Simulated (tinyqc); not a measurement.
Comparisons within one model: free-carrier optics of a doped semiconductor (Drude model with one polar phonon). A value that a table varies takes the place of the one given here.

eps(E) = ei [1 - Ep^2/(E^2 + i E Gam)] + (es - ei) wT^2/(wT^2 - E^2 - i E gT), with Ep^2 = 8 pi c (e^2/(4 pi eps0)) N/(m ei), c = hbar^2/2m0, N in 1/angstrom^3 (1e-24 per 1/cm^3); Gam = hbar/tau, tau = mu m m0/e with m0/e = 5.685630e-12 kg/C and mu in m^2/(V s). Energies in meV.

n + i k = sqrt(eps1 + i eps2) with k >= 0; R = ((n - 1)^2 + k^2)/((n + 1)^2 + k^2) at normal incidence from vacuum; alpha = 2 E k/(hbar c), times 1e8 for 1/cm; loss function Im(-1/eps) = eps2/(eps1^2 + eps2^2).

Constants: hbar^2/2m0 = 3.80998211 eV angstrom^2; e^2/(4 pi eps0) = 14.39964547 eV angstrom; hbar = 6.58211957e-16 eV s; hbar c = 1973.269805 eV angstrom.

Values chosen for the exercise (mass and dielectric values near those of SiC; N and mu are free inputs; interband absorption and the rise of the mass with filling are left out; the results hold for these values, not for the real material): m = 0.382 m0 (conductivity mass); ei = 6.59 (high-frequency dielectric constant); wT = 98.3 meV (TO phonon); es = 9.74 (static dielectric constant); N = 2.7e+17 1/cm^3 (carrier density); mu = 41 cm^2/(V s) (mobility); gT = 0.6 meV (phonon damping); E = 13.9 meV (photon energy).

## The coupled modes against doping

L-, L+ solve E^4 - (wL^2 + Ep^2) E^2 + Ep^2 wT^2 = 0, wL = wT sqrt(es/ei); damping left out; energies in meV.

Modes:

| N (1/cm^3) | Ep | L- | L+ | Ep sqrt(ei/es) |
|---|---|---|---|---|
| 8.0e+17 | 20.93 | 17.13 | 120.11 | 17.22 |
| 3.0e+18 | 40.54 | 32.69 | 121.89 | 33.34 |
| 8.0e+18 | 66.20 | 51.41 | 126.57 | 54.45 |
| 2.0e+19 | 104.66 | 72.89 | 141.15 | 86.09 |
| 3.0e+19 | 128.19 | 81.11 | 155.35 | 105.44 |
| 5.0e+19 | 165.49 | 88.42 | 183.99 | 136.12 |
| 1.0e+20 | 234.04 | 93.71 | 245.51 | 192.51 |
| 3.0e+20 | 405.36 | 96.87 | 411.36 | 333.43 |
| 8.0e+20 | 661.95 | 97.77 | 665.51 | 544.49 |

wL = 119.51 meV

At low density L- follows Ep sqrt(ei/es) (17.13 against 17.22), a plasmon screened by the lattice, and L+ starts at wL. At the highest density L- has come within 0.53 meV of wT, since the carriers screen the field that lifts wL, and L+ is within 3.56 meV of Ep. The branches are closest, 68.26 meV, at 2e+19 1/cm^3 of those listed. The mass is held fixed, while in a real band it rises with filling.

## Reflectance across the plasma edge

Spectrum:

| E (meV) | eps1 | eps2 | R | alpha (1/cm) |
|---|---|---|---|---|
| 1.2 | 9.56 | 10.98 | 0.383 | 192 |
| 3.6 | 9.57 | 3.65 | 0.282 | 212 |
| 6.1 | 9.58 | 2.15 | 0.269 | 213 |
| 8.5 | 9.59 | 1.53 | 0.266 | 213 |
| 10.3 | 9.60 | 1.26 | 0.265 | 211 |
| 12.2 | 9.62 | 1.05 | 0.264 | 210 |
| 13.4 | 9.63 | 0.96 | 0.264 | 209 |
| 15.2 | 9.65 | 0.84 | 0.264 | 207 |
| 18.2 | 9.68 | 0.69 | 0.265 | 203 |
| 24.3 | 9.78 | 0.50 | 0.266 | 195 |
| 36.5 | 10.10 | 0.30 | 0.272 | 175 |
| 60.8 | 11.59 | 0.16 | 0.298 | 145 |

Ep = 12.2 meV and Gam = 73.9 meV: Gam exceeds Ep, so damping washes the plasma edge out. R is 0.383 at the lowest energy and lowest, 0.264, at 13.4 meV of those listed; without damping and phonon it would vanish at Ep sqrt(ei/(ei - 1)) = 13.2 meV. At the highest energy R is 0.298, against 0.193 for ei alone. Between the last two rows alpha goes as E^-0.36, where the Drude limit far above Ep and Gam is E^-2; Gam and the phonon term both still act in these rows.

## Free-carrier absorption and index change in the near infrared

At the wavelengths listed E = hc/lambda (hc = 1239.841984 eV nm). Approximate forms: alpha = ei Ep^2 Gam/(E^2 sqrt(ei) hbar c) and dn = -sqrt(ei) Ep^2/(2 E^2). The phonon term is left out here.

Free carriers:

| lambda (micrometre) | E (meV) | alpha (1/cm) | alpha, approximate | dn | dn, approximate |
|---|---|---|---|---|---|
| 1.31 | 946.4 | 1.58 | 1.59 | -0.000211 | -0.000212 |
| 1.55 | 799.9 | 2.20 | 2.22 | -0.000294 | -0.000297 |
| 2.00 | 619.9 | 3.65 | 3.70 | -0.000487 | -0.000494 |
| 3.00 | 413.3 | 8.07 | 8.33 | -0.00108 | -0.00111 |
| 5.00 | 248.0 | 21.3 | 23.1 | -0.00284 | -0.00309 |
| 8.00 | 155.0 | 48.4 | 59.2 | -0.00644 | -0.00790 |
| 10.60 | 117.0 | 74.6 | 104 | -0.00993 | -0.0139 |

At 1.55 micrometre alpha = 2.2 1/cm and dn = -0.000294; a phase shift of pi needs a length lambda/(2 |dn|) = 2.63e+03 micrometre, over which the loss is 2.52 dB. The approximate alpha is within 5 % up to 3 micrometre of the wavelengths listed; it needs photon energies well above both Ep and Gam, which lie at 102.0 and 16.8 micrometre. Interband and intervalley absorption are left out.

## What moves the optical constants

At the energy E. Each row changes one parameter from the base and keeps the others.

Results:

| case | Ep (meV) | Gam (meV) | R | alpha (1/cm) |
|---|---|---|---|---|
| base | 12.16 | 73.92 | 0.2642 | 208 |
| N = 4.05e+17 1/cm^3 | 14.89 | 73.92 | 0.2642 | 313 |
| m = 0.4584 m0 | 11.10 | 61.60 | 0.2635 | 206 |
| mu = 24.6 cm^2/(V s) | 12.16 | 123.19 | 0.2654 | 127 |
| ei = 6.92 | 11.87 | 73.92 | 0.2640 | 208 |
| E = 16.7 meV | 12.16 | 73.92 | 0.2643 | 205 |

The largest shifts from the base row, up to three for each result and ties (the steps differ in size, so this ranks the rows, not the parameters). Ep (meV): N +2.73, m -1.06, ei -0.29; unchanged at the printed digits by mu and E. Gam (meV): mu +49.28, m -12.32; unchanged at the printed digits by N, ei and E. R: mu +0.0013, m -0.0006, E +0.0002; unchanged at the printed digits by N. alpha (1/cm): N +105, mu -80.9, E -3.06; unchanged at the printed digits by ei.

Run: tinyqc, `OMP_NUM_THREADS=1 python tinyqc.py 1651880 1651881 out.jsonl`; Intel(R) Xeon(R) Processor @ 2.30GHz, one thread, shared host; about 0.01 s of CPU time with all checks.
